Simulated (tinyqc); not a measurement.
From results back to parameters: standing waves and exposure in a photoresist film. Five cases, with inputs chosen for the exercise.

Problem. Bleaching of a resist on an index-matched plate: T(0) = T12 exp(-(A + B) d), T(end) = T12 exp(-B d), T12 = 1 - ((n1 - 1)/(n1 + 1))^2, and the first slope dT/dD = T(0) C A T12 (1 - exp(-(A + B) d))/(A + B). Here d = dT and D is the dose; A, B and C are hidden.

Case 1.

Values chosen (out of a larger set: a resist on Al, indices near tabulated ones; not measured data): n1 = 1.667 (resist index); dT = 0.204 micrometre (resist thickness on an index-matched plate).

T(0) = 0.809395
T(end) = 0.819363
dT/dD = 0.00016411 cm^2/mJ

Case 2.

Values chosen (out of a larger set: a resist on Al, indices near tabulated ones; not measured data): n1 = 1.735 (resist index); dT = 0.315 micrometre (resist thickness on an index-matched plate).

T(0) = 0.760780
T(end) = 0.780195
dT/dD = 0.00064533 cm^2/mJ

Case 3.

Values chosen (out of a larger set: a resist on Si, indices near tabulated ones; not measured data): n1 = 1.683 (resist index); dT = 0.719 micrometre (resist thickness on an index-matched plate).

T(0) = 0.529931
T(end) = 0.895710
dT/dD = 0.0037706 cm^2/mJ

Case 4.

Values chosen (out of a larger set: a resist on W, indices near tabulated ones; not measured data): n1 = 1.779 (resist index); dT = 0.563 micrometre (resist thickness on an index-matched plate).

T(0) = 0.545842
T(end) = 0.570988
dT/dD = 0.00051142 cm^2/mJ

Case 5.

Values chosen (out of a larger set: a resist on Al, indices near tabulated ones; not measured data): n1 = 1.699 (resist index); dT = 1.044 micrometre (resist thickness on an index-matched plate).

T(0) = 0.627414
T(end) = 0.831712
dT/dD = 0.0014982 cm^2/mJ

Find: A; B; C.

Solution. A = ln(T(end)/T(0))/d, B = ln(T12/T(end))/d, and the slope then gives C.

Case 1.

A = 0.06 1/micrometre
B = 0.66 1/micrometre
C = 0.019 cm^2/mJ

Case 2.

A = 0.08 1/micrometre
B = 0.55 1/micrometre
C = 0.040 cm^2/mJ

Case 3.

A = 0.73 1/micrometre
B = 0.06 1/micrometre
C = 0.019 cm^2/mJ

Case 4.

A = 0.08 1/micrometre
B = 0.85 1/micrometre
C = 0.029 cm^2/mJ

Case 5.

A = 0.27 1/micrometre
B = 0.11 1/micrometre
C = 0.011 cm^2/mJ

Computed by tinyqc, one run a case: `OMP_NUM_THREADS=1 python tinyqc.py N N+1 out.jsonl` with N = 1652228, 1652231, 1652282, 1652316, 1652320; one thread of a shared Intel(R) Xeon(R) Processor @ 2.30GHz, about 0.01 s a run at most.
